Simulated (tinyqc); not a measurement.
Worked calculation: Born-Oppenheimer dynamics on the RHF/sto-3g surface (energies and gradients from PySCF), for H4, spin multiplicity 1. Computed by tinyqc, a small Python program that keeps every step (integrals from PySCF). Settings: charge = 0, multiplicity = 1, basis = sto-3g, time step (fs) = 0.5, steps = 24. Command: `OMP_NUM_THREADS=1 python tinyqc.py 25116 25117 out.jsonl` (the two numbers bound the seeds that draw the settings). One thread of a shared host (Intel(R) Xeon(R) Processor @ 2.60GHz), about 1 s of CPU time with the checks.

positions (bohr):
```
            x          y         z
1H  -0.075589   0.035905  0.060471
2H   0.154958   0.024566  1.498553
3H   0.018897  -0.041574  3.080254
4H  -0.090707   0.037795  4.639278
```

The total energy should stay constant up to terms of order dt^2; the step counts as short enough if it moves by less than 2 % of the largest kinetic energy.

Trajectory:
```
time (fs)  1H-2H (angstrom)  potential (hartree)  kinetic (hartree)  total (hartree)
0.000000           0.770741          -2.13278099         0.00131889      -2.13146210
0.500000           0.756005          -2.14146952         0.00956685      -2.13190267
1.000000           0.720938          -2.16275791         0.02979109      -2.13296682
1.500000           0.675366          -2.18028961         0.04629954      -2.13399007
2.000000           0.634476          -2.17996469         0.04631488      -2.13364981
2.500000           0.615438          -2.17003153         0.03856281      -2.13146872
3.000000           0.628246          -2.18019686         0.04835854      -2.13183833
3.500000           0.667934          -2.20579247         0.07191998      -2.13387249
4.000000           0.719488          -2.21767932         0.08389144      -2.13378788
4.500000           0.767993          -2.21259467         0.07970225      -2.13289242
5.000000           0.803207          -2.20221875         0.06995711      -2.13226164
5.500000           0.819494          -2.19618621         0.06419328      -2.13199293
6.000000           0.814763          -2.19882114         0.06680819      -2.13201295
6.500000           0.789911          -2.20973465         0.07742337      -2.13231128
7.000000           0.749018          -2.22405054         0.09114491      -2.13290563
7.500000           0.700102          -2.23268432         0.09907343      -2.13361090
8.000000           0.655660          -2.22644350         0.09289042      -2.13355307
8.500000           0.630687          -2.20947591         0.07759361      -2.13188230
9.000000           0.635559          -2.20624165         0.07487001      -2.13137164
9.500000           0.668185          -2.22306090         0.08979922      -2.13326168
10.000000          0.715808          -2.23437407         0.10060659      -2.13376748
10.500000          0.763774          -2.22940553         0.09635335      -2.13305217
11.000000          0.801009          -2.21653442         0.08416998      -2.13236444
11.500000          0.820867          -2.20594554         0.07393956      -2.13200599
12.000000          0.820361          -2.20337635         0.07143502      -2.13194133
```

Is the time step short enough?

No. The total energy moves within 2.6e-03 hartree; that is over 2 % of the largest kinetic energy, so the time step is too long.
